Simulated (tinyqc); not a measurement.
What moves the results: configuration-coordinate model of carrier capture at a defect. A value that a table varies takes the place of the one given here.

Two parabolas of equal curvature k in one coordinate Q: with the carrier free at the band edge, U_f = k Q^2/2; with the carrier trapped, U_t = k (Q - dQ)^2/2 - ET. ER = k dQ^2/2, Huang-Rhys factor S = ER/hw, hw = 0.0646541 sqrt(k/M) eV for k in eV/angstrom^2 and M in u. The curves cross at a height Eb = (ER - ET)^2/(4 ER) above the free minimum.

Multiphonon factor for giving p = ET/hw phonons to the lattice: W = exp(-S (2 nb + 1)) ((nb + 1)/nb)^(p/2) I_p(x), nb = 1/(exp(hw/kT) - 1), x = 2 S sqrt(nb (nb + 1)), I_p the modified Bessel function. Classical limit: W = hw exp(-Eb/kT)/sqrt(4 pi ER kT). At T = 0: exp(-S) S^p/Gamma(p + 1).

Constants: kB = 8.617333262e-05 eV/K.

Values chosen for the exercise (of the size met at a DX centre in AlGaAs; not measured data):
- ET = 0.13 eV (thermal depth of the level below the band edge)
- ER = 0.93 eV (relaxation energy)
- hw = 0.013 eV (phonon energy of the mode)
- T = 250 K (temperature)

## Capture against temperature

The local activation energy is -d ln W/d(1/kT), by central differences with T changed by 1 %.

Against T:

| T (K) | kT/hw | log10 W | log10 W, classical | activation energy (eV) |
|---|---|---|---|---|
| 40 | 0.265 | -16.746 | -22.865 | 0.0531 |
| 60 | 0.398 | -13.563 | -15.728 | 0.1002 |
| 80 | 0.530 | -11.195 | -12.177 | 0.1250 |
| 120 | 0.795 | -8.342 | -8.653 | 0.1456 |
| 160 | 1.061 | -6.774 | -6.909 | 0.1527 |
| 220 | 1.458 | -5.446 | -5.500 | 0.1558 |
| 300 | 1.989 | -4.494 | -4.516 | 0.1554 |
| 400 | 2.651 | -3.847 | -3.856 | 0.1526 |
| 550 | 3.646 | -3.330 | -3.334 | 0.1471 |

log10 W at T = 0 = -19.083
Eb = 0.1720 eV

At 40 K log10 W is -16.75, against -19.08 at T = 0 and -22.9 classically; at 550 K the two forms differ by 0.00. The activation energy read from an Arrhenius plot goes from 0.053 eV at 40 K to 0.147 at 550 K, with its largest value 0.156 at 220 K, against Eb = 0.172 eV; the classical form itself gives Eb - kT/2. A measured slope therefore understates the barrier.

## Capture against depth of the level

ET is varied at fixed ER, hw and T, as by moving the band edge with alloying or pressure.

Against ET:

| ET/ER | ET (eV) | Eb (eV) | log10 W | log10 W, classical |
|---|---|---|---|---|
| 0.10 | 0.093 | 0.1883 | -5.345 | -5.383 |
| 0.25 | 0.233 | 0.1308 | -4.189 | -4.223 |
| 0.50 | 0.465 | 0.0581 | -2.738 | -2.758 |
| 0.75 | 0.698 | 0.0145 | -1.875 | -1.879 |
| 1.00 | 0.930 | 0.0000 | -1.593 | -1.587 |
| 1.25 | 1.163 | 0.0145 | -1.880 | -1.879 |
| 1.50 | 1.395 | 0.0581 | -2.724 | -2.758 |
| 2.00 | 1.860 | 0.2325 | -6.018 | -6.274 |
| 3.00 | 2.790 | 0.9300 | -18.555 | -20.335 |

Capture is fastest at ET/ER = 1 among these rows, where the barrier vanishes or nearly so. The classical form is symmetric about ET = ER; the quantum one gives -2.74 at 0.5 and -2.72 at 1.5, against -2.76 for both. At ET = 3 ER it lies 1.8 decades above the classical value: deep levels capture by emitting many phonons, and the rate falls with depth by 13.5 decades per eV between the last two rows. Rows deeper than the gap of the host are formal.

## What each parameter does

Eb, log10 W and the full width 2.35482 sqrt(ER hw coth(hw/2kT)). Each row changes one parameter from the base and keeps the others.

Results:

| case | Eb (eV) | log10 W | full width (eV) |
|---|---|---|---|
| base | 0.1720 | -5.018 | 0.4784 |
| ET = 0.17 eV | 0.1553 | -4.681 | 0.4784 |
| ER = 0.98 eV | 0.1843 | -5.274 | 0.4911 |
| hw = 0.0156 eV | 0.1720 | -4.922 | 0.4815 |
| T = 280 K | 0.1720 | -4.681 | 0.5048 |

The largest shifts from the base row, up to three for each result and ties (the steps differ in size, so this ranks the rows, not the parameters). Eb (eV): ET -0.0168, ER +0.0123; unchanged at the printed digits by hw and T. log10 W: ET +0.337, T +0.337, ER -0.257. full width (eV): T +0.0264, ER +0.0127, hw +0.0030; unchanged at the printed digits by ET.

tinyqc: `OMP_NUM_THREADS=1 python tinyqc.py 1450039 1450040 out.jsonl`; about 0.01 s, one thread, shared Intel(R) Xeon(R) Processor @ 2.30GHz.
